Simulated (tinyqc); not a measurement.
Gated graphene, quantum capacitance: effect of the gate voltage.

phi is the Fermi level above the Dirac point, in volts; Vg is counted from the gate voltage of charge neutrality. Ideal linear bands, no charge puddles.

N0 = (2/pi)(kB T/(hbar vF))^2; n = N0 F1(phi/Vt), p = N0 F1(-phi/Vt), F1(e) = int_0^infinity u du/(1 + exp(u - e)) = -Li2(-exp(e)); Cq = q d(n - p)/dphi = (q N0/Vt) ln[2 (1 + cosh(phi/Vt))]. Cox = eps0 eox/tox; Vg = phi + q (n - p + Dit phi)/Cox. 1/C_G = 1/Cox + 1/(Cq + q Dit); dphi/dVg = Cox/(Cox + Cq + q Dit).

Parameters, values chosen for the exercise; values close to those of graphene: temperature T = 300 K; relative permittivity of the gate insulator (close to silicon dioxide) eox = 3.9; insulator thickness tox = 2.5 nm; Fermi velocity vF = 9.25e5 m/s; density of traps Dit = 0 cm^-2 eV^-1.

Constants: q = 1.602176634e-19 C, kB = 1.380649e-23 J/K, hbar = 1.054571817e-34 J s, Vt = kB T/q, eps0 = 8.8541878128e-14 F/cm where lengths are in cm. Results are converted to the units shown.

The same in every row: Cox (uF/cm^2) = 1.3813.

Effect of the gate voltage:
```
Vg (V)    phi (V)  n - p (cm^-2)  Cq (uF/cm^2)  C_G (uF/cm^2)  dphi/dVg  n + p (cm^-2)
-0.3     -0.12434     -1.5144e12        3.4327        0.98493   0.28693      1.5163e12
-0.13   -0.066312     -5.4906e11        1.9300        0.80508   0.41714      5.6639e11
0.03     0.017311      1.0939e11        1.0644        0.60115   0.56478      2.1453e11
0.2      0.092888      9.2342e11        2.5945        0.90138   0.34742      9.2969e11
0.37      0.14340      1.9536e12        3.9511         1.0235   0.25903      1.9545e12
0.53      0.18118      3.0072e12        4.9864         1.0816   0.21692      3.0074e12
0.7       0.21551      4.1768e12        5.9302         1.1203   0.18892      4.1769e12
0.87      0.24589      5.3805e12        6.7658         1.1471   0.16954      5.3805e12
1.03      0.27188      6.5359e12        7.4808         1.1660   0.15586      6.5359e12
1.2       0.29736      7.7817e12        8.1821         1.1818   0.14443      7.7817e12
```

As Vg goes from -0.3 to 1.2, Cq goes from 3.43 through a minimum of 1.06 (at Vg = 0.03 among the rows listed) to 8.18 uF/cm^2, C_G/Cox goes from 0.713 through a minimum of 0.435 (at Vg = 0.03 among the rows listed) to 0.856 and n - p rises from -1.51e12 to 7.78e12 cm^-2. Cq is below Cox for Vg = 0.03; there the density of states limits the response dn/dVg more than the insulator does. At neutrality Cq is (q N0/Vt) ln 4 = 0.986 uF/cm^2, and far from it Cq grows as |phi|.

Computed by the program tinyqc: `OMP_NUM_THREADS=1 python tinyqc.py 2200107 2200108 out.jsonl`, one thread of a shared Intel Xeon 2.30GHz, about 0.01 s for the whole run.
